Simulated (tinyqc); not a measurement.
# Carrier lifetime of a p-type layer with SRH, radiative, Auger and surface recombination: two studies

Uniform excess density dn = dp (no trapping), n = n0 + dn, p = p0 + dn, Boltzmann statistics, full ionisation. Surfaces enter as a rate 2 S dn/d, which holds while diffusion to them is fast.

Parameters, values chosen for the exercise; band and dielectric values close to those of indium phosphide:

| symbol | value | unit | meaning |
|---|---|---|---|
| T | 250 | K | temperature |
| Eg | 1.36 | eV | band gap |
| Nc | 4.42e17 | cm^-3 | conduction-band density of states at T |
| Nv | 8.52e18 | cm^-3 | valence-band density of states at T |
| B | 1.18e-10 | cm^3/s | radiative coefficient |
| N | 2e14 | cm^-3 | acceptor density |
| Cn | 2.1e-30 | cm^6/s | Auger coefficient (two electrons) |
| Cp | 1.1e-30 | cm^6/s | Auger coefficient (two holes) |
| Nt | 3.4e11 | cm^-3 | trap density |
| sn | 5e-17 | cm^2 | capture cross-section for electrons |
| sp | 3e-16 | cm^2 | capture cross-section for holes |
| vth | 2.1e7 | cm/s | thermal velocity (both carriers) |
| Et | 0.92 | eV | trap level below the conduction band |
| S | 3 | cm/s | surface recombination velocity (both faces) |
| d | 10 | um | sample thickness |

Constants: q = 1.602176634e-19 C, kB = 1.380649e-23 J/K, Vt = kB T/q. Results are converted to the units shown.

Each table varies one quantity; the others keep the values above.

## Lifetime against injection

ni = sqrt(Nc Nv) exp(-Eg/(2 Vt)), Eg in volts; majority density N/2 + sqrt(N^2/4 + ni^2), n0 p0 = ni^2; n1 = Nc exp(-Et/Vt), p1 = Nv exp((Et - Eg)/Vt); tn0 = 1/(sn vth Nt), tp0 = 1/(sp vth Nt). With e = n p - ni^2 = dn (n0 + p0 + dn): U_SRH = e/(tp0 (n + n1) + tn0 (p + p1)), U_rad = B e, U_Aug = (Cn n + Cp p) e, U_s = 2 S dn/d. Each tau is dn over its rate; tau = dn/U with U the sum.

The same in every row: tau_s (s) = 1.667e-4.

Lifetime against injection:
```
dn (cm^-3),tau_SRH (s),tau_rad (s),tau_Aug (s),tau (s),radiative share (%),largest path
1e11,0.002802,4.235e-5,22.68,3.337e-5,78.79,radiative
1e12,0.002804,4.216e-5,22.29,3.325e-5,78.86,radiative
1e13,0.002824,4.036e-5,18.90,3.212e-5,79.59,radiative
1e14,0.002957,2.825e-5,6.173,2.396e-5,84.81,radiative
1e15,0.003190,7.062e-6,0.2437,6.761e-6,95.73,radiative
1e16,0.003259,8.308e-7,0.003043,8.263e-7,99.45,radiative
1e17,0.003267,8.458e-8,3.117e-5,8.430e-8,99.68,radiative
1e18,0.003268,8.473e-9,3.124e-7,8.249e-9,97.35,radiative
1e19,0.003268,8.474e-10,3.125e-9,6.666e-10,78.67,radiative
```

Radiative recombination leads at dn = 1e11 and in all other rows. The total lifetime falls from 3.34e-5 to 6.67e-10 s. tau_SRH goes from 0.00280 s (low-injection limit 0.00280 s) to 0.00327 s (high-injection limit tn0 + tp0 = 0.00327 s). Between the last two rows tau_rad goes as dn^(-1.00) and tau_Aug as dn^(-2.00); the radiative share goes from 78.8 through a maximum of 99.7 (at dn = 1e17 among the rows listed) to 78.7 %. For dn = 1e18, 1e19 the carriers are degenerate, where B and the Auger coefficients no longer stay constant.

## Effect of the acceptor density at dn = 5e13 cm^-3

Same model as above.

Here dn = 5e13 cm^-3.

The same in every row: tau_s (s) = 1.6667e-4.

Effect of the acceptor density at dn = 5e13 cm^-3:
```
N (cm^-3),tau_SRH (s),tau_rad (s),tau_Aug (s),tau (s),radiative share (%),largest path
1e14,0.0029570,5.6497e-5,24.691,4.1600e-5,73.633,radiative
4e14,0.0028531,1.8832e-5,3.7037,1.6821e-5,89.318,radiative
1e15,0.0028234,8.0710e-6,0.75586,7.6772e-6,95.121,radiative
6e15,0.0028050,1.4008e-6,0.024451,1.3883e-6,99.112,radiative
2e16,0.0028023,4.2267e-7,0.0022507,4.2146e-7,99.713,radiative
9e16,0.0028014,9.4110e-8,1.1199e-4,9.3974e-8,99.856,radiative
3e17,0.0028012,2.8244e-8,1.0094e-5,2.8160e-8,99.703,radiative
1e18,0.0028011,8.4742e-9,9.0891e-7,8.3954e-9,99.071,radiative
```

Radiative recombination leads at N = 1e14 and in all other rows. tau_SRH falls from 0.00296 to 0.00280 s and the total lifetime falls from 4.16e-5 to 8.40e-9 s. Between the last two rows tau_rad goes as N^(-1.00) and tau_Aug as N^(-2.00).

Computed by the program tinyqc: `OMP_NUM_THREADS=1 python tinyqc.py 2300057 2300058 out.jsonl`, one thread of a shared Intel Xeon 2.30GHz, about 0.01 s for the whole run.
